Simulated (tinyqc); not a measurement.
From results back to parameters: sp3s* tight binding. Two cases, with inputs chosen for the exercise.

Problem. Without spin-orbit coupling the s levels at Gamma are the roots of [[Esa, Vss], [Vss, Esc]], the p levels those of [[Epa, Vxx], [Vxx, Epc]], and the doubly degenerate valence level at X is the lower root of [[Epa, Vxy], [Vxy, Epc]]. The atomic differences are given; the levels below come from hidden parameters.

Case 1.

Values chosen (out of a larger set: near a published set for GaAs, fitted to gaps, whose masses and valley positions are rough; spin-orbit coupling, where it is added without a refit, lifts the valence top and shrinks all gaps by about a third of the splitting; not measured data): dEs = 5.543 eV (Esc - Esa); dEp = 2.577 eV (Epc - Epa).

s levels at Gamma (eV): -12.50075  1.60775

p levels at Gamma (eV): -0.00859  4.67759

valence level X5 = -2.85791 eV

Case 2.

Values chosen (out of a larger set: near a published set for GaAs, fitted to gaps, whose masses and valley positions are rough; not measured data): dEs = 5.673 eV (Esc - Esa); dEp = 2.618 eV (Epc - Epa).

s levels at Gamma (eV): -12.55131  1.54831

p levels at Gamma (eV): -0.00160  4.70560

valence level X5 = -2.89684 eV

Find: Esa, Esc, Epa, Epc; |Vss|, |Vxx|, |Vxy|.

Solution. The mean of a pair of roots is the mean of the two levels, which with the given difference fixes both; half the splitting, squared, less a quarter of the squared difference is V^2. At X the lower root lies sqrt((dEp/2)^2 + Vxy^2) below the mean p level.

Case 1.

Esa, Esc, Epa, Epc (eV): -8.218  -2.675  1.046  3.623

|Vss|, |Vxx|, |Vxy| (eV): 6.487  1.957  5.030

Case 2.

Esa, Esc, Epa, Epc (eV): -8.338  -2.665  1.043  3.661

|Vss|, |Vxx|, |Vxy| (eV): 6.454  1.956  5.083

Computed by tinyqc, one run a case: `OMP_NUM_THREADS=1 python tinyqc.py N N+1 out.jsonl` with N = 1452045, 1452065; one thread of a shared Intel(R) Xeon(R) Processor @ 2.30GHz, about 0.2 s a run at most.
